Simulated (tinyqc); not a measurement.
From results back to parameters: quantum-confined Stark effect in a modulator well. Four cases, with inputs chosen for the exercise.

Problem. The shift of E_e + E_h was computed from a hidden field.

Envelopes on cells of 0.5 angstrom over the well |z| < L/2 and 45 angstrom of barrier on each side, psi = 0 beyond, psi'/m continuous (mean mass between points), c = hbar^2/2m0. The electron sees + e F z and the hole - e F z, each with its offset in the barriers; 1 kV/cm = 1e-5 eV/angstrom. Light holes, band mixing and escape by tunnelling are left out.

Constants: hbar^2/2m0 = 3.80998211 eV angstrom^2.

Find: F; local exponent d ln(shift)/d ln F.

Method. The shift grows steadily in size with F, so bisection finds one value; its slope is -e times the separation of the carriers.

Case 1.

Values chosen (near those of an InGaAsP well in InP; shifted at random, so the results belong to these values and not to a real crystal):
- L = 118 angstrom (well width)
- Vc = 0.203 eV (conduction offset)
- Vv = 0.298 eV (heavy-hole offset)
- me = 0.0512 m0 (electron, well)
- meb = 0.0803 m0 (electron, barrier)
- mh = 0.368 m0 (heavy hole along z, well)
- mhb = 0.503 m0 (heavy hole, barrier)

shift = -37.876 meV

Solution.

F = 112.0 kV/cm
local exponent d ln(shift)/d ln F = 1.63

Case 2.

Values chosen (near those of an InGaAs well in InAlAs; shifted at random, so the results belong to these values and not to a real crystal):
- L = 142 angstrom (well width)
- Vc = 0.541 eV (conduction offset)
- Vv = 0.196 eV (heavy-hole offset)
- me = 0.0419 m0 (electron, well)
- meb = 0.0736 m0 (electron, barrier)
- mh = 0.363 m0 (heavy hole along z, well)
- mhb = 0.415 m0 (heavy hole, barrier)

shift = -35.853 meV

Solution.

F = 89.0 kV/cm
local exponent d ln(shift)/d ln F = 1.55

Case 3.

Values chosen (near those of a GaAs well in AlGaAs; shifted at random, so the results belong to these values and not to a real crystal):
- L = 108 angstrom (well width)
- Vc = 0.252 eV (conduction offset)
- Vv = 0.146 eV (heavy-hole offset)
- me = 0.0681 m0 (electron, well)
- meb = 0.09 m0 (electron, barrier)
- mh = 0.352 m0 (heavy hole along z, well)
- mhb = 0.386 m0 (heavy hole, barrier)

shift = -19.349 meV

Solution.

F = 83.0 kV/cm
local exponent d ln(shift)/d ln F = 1.73

Case 4.

Values chosen (near those of an InGaAsP well in InP; shifted at random, so the results belong to these values and not to a real crystal):
- L = 114 angstrom (well width)
- Vc = 0.178 eV (conduction offset)
- Vv = 0.273 eV (heavy-hole offset)
- me = 0.0486 m0 (electron, well)
- meb = 0.0801 m0 (electron, barrier)
- mh = 0.361 m0 (heavy hole along z, well)
- mhb = 0.485 m0 (heavy hole, barrier)

shift = -9.757 meV

Solution.

F = 53.0 kV/cm
local exponent d ln(shift)/d ln F = 1.82

Computed by tinyqc, one run a case: `OMP_NUM_THREADS=1 python tinyqc.py N N+1 out.jsonl` with N = 1282499, 1282519, 1282565, 1282573; one thread of a shared Intel(R) Xeon(R) Processor @ 2.30GHz, about 0.2 s a run at most.
